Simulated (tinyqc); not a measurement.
Inside a calculation. Model: size effects in the resistivity of thin metal films and interconnect lines. Computed by tinyqc, a small Python program that keeps every step. Command: `OMP_NUM_THREADS=1 python tinyqc.py 3011816 3011817 out.jsonl size walk`. One thread of a shared host (Intel(R) Xeon(R) Processor @ 2.30GHz), about 0.01 s of CPU time with the checks. Intermediate numbers are printed to about 6 digits and carried at full precision; extremes and crossings named in words are read from the listed rows.

Electrons lose their drift at surfaces (a share 1 - p of the hits) and at grain boundaries (reflection R), besides bulk scattering.

Inputs (values chosen for the exercise, modelled on ruthenium): bulk resistivity rho_b = 7.91 microohm cm; bulk mean free path lambda = 6.96 nm; specularity p = 0; grain-boundary reflection R = 0.47; film thickness h = 20 nm; grain size over thickness = 2.8.

Geometry: film.

## Grain size

D = (ratio) h.

grain size D = 56 nm

## Grain boundaries

Mayadas-Shatzkes: alpha = (lambda/D) R/(1 - R); rho_b/rho = 1 - 3 alpha/2 + 3 alpha^2 - 3 alpha^3 ln(1 + 1/alpha).

alpha = 0.110216

rho/rho_b from grains = 1.16031

The linear estimate 1 + 3 alpha/2 gives 1.165, within 2 %.

## Surfaces

Fuchs-Sondheimer film: rho_b/rho = 1 - (3/(2 kappa))(1 - p) int_0^1 (s - s^3)(1 - exp(-kappa/s))/(1 - p exp(-kappa/s)) ds, f = rho/rho_b, kappa = thickness/lambda, 80 Gauss-Legendre points.

kappa = h/lambda = 2.87356

rho/rho_b from surfaces = 1.14826

The thick-film form 1 + 3 (1 - p)/(8 kappa) gives 1.130, a deviation of -1.5 %.

## Resistivity of the film

Both together (Mayadas-Shatzkes film): rho_b/rho = (rho_b/rho of the grains alone) - (6/(pi kappa))(1 - p) int_0^(pi/2) dphi int_0^1 ds (cos^2 phi/H^2)(s - s^3)(1 - exp(-kappa H/s))/(1 - p exp(-kappa H/s)), H = 1 + alpha/(cos phi sqrt(1 - s^2)), 40 x 80 Gauss-Legendre points. Sheet resistance rho/h; additive estimate rho_b (f_surface + f_grain - 1).

resistivity rho = 10.2984 microohm cm

sheet resistance = 5.14921 ohm

additive estimate = 10.3508 microohm cm

error of the additive estimate = 0.508498 %

Adding the two excesses (Matthiessen's rule) is 0.5 % high.

## Exact and approximate surface terms

Thick-film form 1 + 3 (1 - p)/(8 kappa); thin-film form (4/3)((1 - p)/(1 + p))/(kappa ln(1/kappa)).

Rho/rho_b:
```
kappa       h (nm)    exact  thick-film form  thin-film form
0.01   6.96000e-02  26.4836          38.5000         28.9530
0.02   1.39200e-01  15.3329          19.7500         17.0415
0.05   3.48000e-01   7.7277           8.5000          8.9016
0.1    6.96000e-01   4.7817           4.7500          5.7906
0.2    1.39200e+00   3.0959           2.8750          4.1422
0.5    3.48000e+00   1.9161           1.7500               -
1      6.96000e+00   1.4623           1.3750               -
2      1.39200e+01   1.2208           1.1875               -
5      3.48000e+01   1.0810           1.0750               -
10     6.96000e+01   1.0390           1.0375               -
```

The thick-film form is within 5 % down to kappa = 2; at kappa = 0.01 it is 1.45 times the exact value and the thin-film form 1.09 times. The resistivity doubles between 1.39 and 3.48 nm. Rows thinner than about 5 nm only illustrate the formulas.

Checks made by the program: grain-boundary formula against its angular integral 3 int_0^1 c^3/(c + alpha) dc (relative difference below 1e-10); combined formula at alpha -> 0 against Fuchs-Sondheimer (relative difference 1e-07).
